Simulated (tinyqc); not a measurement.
## Width from the threshold shift

Question. Undoped body with a flat potential across it, hard walls, transport along x. One isotropic valley (g = 1, mx = my = mz = me). Non-parabolicity enters the subband edges through E (1 + al E) = gamma, so E = 2 gamma/(1 + sqrt(1 + 4 al gamma)); motion within a subband is taken as parabolic with the band-edge mass. Energies are counted from the bulk band edge. gamma = C pi^2 [a^2/(my (t + dl)^2) + b^2/(mz (H + dl)^2)], C = hbar^2/(2 m0). Each subband has N_k = g sqrt(2 mx m0 kB T/(pi hbar^2)); without degeneracy n = exp(EF/Vt) sum N_k exp(-E_k/Vt). Classical value Nc times t H, Nc = sum over valleys of 2 g (m m0 kB T/(2 pi hbar^2))^1.5 with m = (mx my mz)^(1/3). Threshold shift dVT = Vt ln(classical value/sum N_k exp(-E_k/Vt)). Find t and the lowest subband edge.

Values chosen for this exercise; masses close to those of InAs:
- T = 300 K (temperature)
- me = 0.0232 m0 (mass at the band edge)
- al = 2.6 1/eV (non-parabolicity)
- dl = 0.2 nm (widening of the box by penetration into the insulator)
- H = 10.6 nm (height (along z))

Constants: q = 1.602176634e-19 C, kB = 1.380649e-23 J/K, hbar = 1.054571817e-34 J s, m0 = 9.1093837015e-31 kg, Vt = kB T/q, hbar^2/(2 m0) = 0.0380998212 eV nm^2. Results are converted to the units shown.

dVT = 201.98937 mV

Answer. dVT is evaluated for trial values of t with all subbands; between 1.5 and 25 nm one value matches.

t = 7.100 nm
E_1 = 263.1 meV

Computed by the program tinyqc: `OMP_NUM_THREADS=1 python tinyqc.py 2350008 2350009 out.jsonl`, one thread of a shared Intel Xeon 2.30GHz, about 0.08 s for the whole run.
